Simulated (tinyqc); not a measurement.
Comparisons within one model: three-level Kane dispersion of a narrow-gap semiconductor. A value that a table varies takes the place of the one given here.

Zero of energy at Gamma8, c = hbar^2/2m0, P^2 = Ep c. The free-electron term and remote bands are left out, so the heavy holes are flat at E = 0 and the other three bands obey E (E - Eg)(E + Dso) = P^2 k^2 (E + 2 Dso/3). The conduction band is the highest root; its edge is Ec = max(Eg, 0).

Degenerate electrons at T = 0: kF = (3 pi^2 n)^(1/3), 1 cm^-3 = 1e-24 angstrom^-3; EF is the highest root at kF. The momentum (cyclotron, optical) mass is m(E) = hbar^2 k/(dE/dk) = c d(k^2)/dE with d(k^2)/dE = k^2 [1/E + 1/(E - Eg) + 1/(E + Dso) - 1/(E + 2 Dso/3)]; the density of states is k d(k^2)/dE/(2 pi^2).

Edge mass m0* = Eg (Eg + Dso)/(Ep (Eg + 2 Dso/3)).
Constants: hbar^2/2m0 = 3.80998211 eV angstrom^2.

Values chosen for the exercise (near those of InSb; not measured data): Eg = 0.226 eV (E(Gamma6) - E(Gamma8)); Dso = 0.8 eV (spin-orbit splitting); Ep = 23.7 eV (Kane energy); k = 0.03 1/angstrom (wave vector); n = 3.8e+17 cm^-3 (electron density).

## Filling the band

n from 1e15 to 1e19 cm^-3. The last column is the local power d ln(EF - Ec)/d ln n = kF^2/(1.5 (EF - Ec) d(k^2)/dE).

Results:

| n (cm^-3) | kF (1/angstrom) | EF - Ec (meV) | parabolic (meV) | m(EF) | m(EF)/m0* | power |
|---|---|---|---|---|---|---|
| 1.0e+15 | 0.00309 | 2.8 | 2.8 | 0.0132 | 1.02 | 0.659 |
| 1.0e+16 | 0.00667 | 12.5 | 13.1 | 0.0142 | 1.10 | 0.636 |
| 3.0e+16 | 0.00961 | 24.8 | 27.3 | 0.0155 | 1.20 | 0.611 |
| 1.0e+17 | 0.01436 | 50.6 | 61.0 | 0.0181 | 1.41 | 0.571 |
| 3.0e+17 | 0.02071 | 92.6 | 126.8 | 0.0223 | 1.73 | 0.527 |
| 1.0e+18 | 0.03094 | 169.7 | 283.0 | 0.0298 | 2.32 | 0.480 |
| 3.0e+18 | 0.04462 | 281.8 | 588.7 | 0.0404 | 3.13 | 0.445 |
| 1.0e+19 | 0.06665 | 472.2 | 1313.6 | 0.0576 | 4.47 | 0.415 |

What does this show?

The power falls from 0.659 to 0.415: 2/3 marks a parabola, 1/3 a linear band. The parabola is within 10 % up to n = 1.0e+16 cm^-3. The mass has doubled by n = 1.0e+18 cm^-3 and ends at 4.5 times its edge value.

## Closing and inverting the gap

Eg is varied at fixed k, Dso and Ep. Edge mass: Eg (Eg + Dso)/(Ep (Eg + 2 Dso/3)) for Eg > 0, 3 |Eg|/(2 Ep) for Eg < 0. The Gamma6 weight of the conduction state is 1/(1 + P^2 k^2 [(2/3)/E^2 + (1/3)/(E + Dso)^2]).

Results:

| Eg (eV) | m0* | highest root (eV) | middle (eV) | lowest (eV) | E - Ec (meV) | Gamma6 weight |
|---|---|---|---|---|---|---|
| -0.200 | 0.01266 | 0.1622 | -0.3157 | -0.8465 | 162.2 | 0.324 |
| -0.100 | 0.00633 | 0.1992 | -0.2591 | -0.8401 | 199.2 | 0.418 |
| -0.040 | 0.00253 | 0.2261 | -0.2291 | -0.8370 | 226.1 | 0.479 |
| -0.010 | 0.00063 | 0.2409 | -0.2153 | -0.8356 | 240.9 | 0.511 |
| 0.010 | 0.00063 | 0.2513 | -0.2066 | -0.8347 | 241.3 | 0.531 |
| 0.040 | 0.00247 | 0.2677 | -0.1942 | -0.8335 | 227.7 | 0.562 |
| 0.100 | 0.00600 | 0.3032 | -0.1719 | -0.8313 | 203.2 | 0.621 |
| 0.200 | 0.01151 | 0.3697 | -0.1416 | -0.8281 | 169.7 | 0.706 |

What does this show?

The edge mass vanishes with |Eg| from both sides, yet the kinetic energy at this k stays finite, at most 241.3 meV in the table; at Eg = 0 the two-level form, without the split-off band, gives the linear value sqrt(2/3) P k = 232.8 meV. The Gamma6 weight of the conduction state goes smoothly from 0.32 to 0.71 and is 0.51 and 0.53 in the two rows next to Eg = 0: at finite k nothing jumps at the inversion.

## What each parameter does

Edge mass, EF - Ec and m(EF). Each row changes one parameter from the base and keeps the others.

Results:

| case | m0* (m0) | EF - Ec (meV) | m(EF) (m0) |
|---|---|---|---|
| base | 0.01288 | 104.75 | 0.02352 |
| n = 7.6e+17 cm^-3 | 0.01288 | 148.53 | 0.02779 |
| Eg = 0.1921 eV | 0.01109 | 112.81 | 0.02268 |
| Dso = 0.68 eV | 0.01272 | 105.98 | 0.02327 |
| Ep = 20.145 eV | 0.01516 | 92.22 | 0.02622 |

How do the results move?

The largest shifts from the base row, up to three for each result and ties (the steps differ in size, so this ranks the rows, not the parameters). m0* (m0): Ep +0.00227, Eg -0.00180, Dso -0.00017; unchanged at the printed digits by n. EF - Ec (meV): n +43.78, Ep -12.53, Eg +8.06. m(EF) (m0): n +0.00427, Ep +0.00269, Eg -0.00084.

Program tinyqc; command `OMP_NUM_THREADS=1 python tinyqc.py 1081166 1081167 out.jsonl`; about 0.01 s on one thread of a shared Intel(R) Xeon(R) Processor @ 2.30GHz.
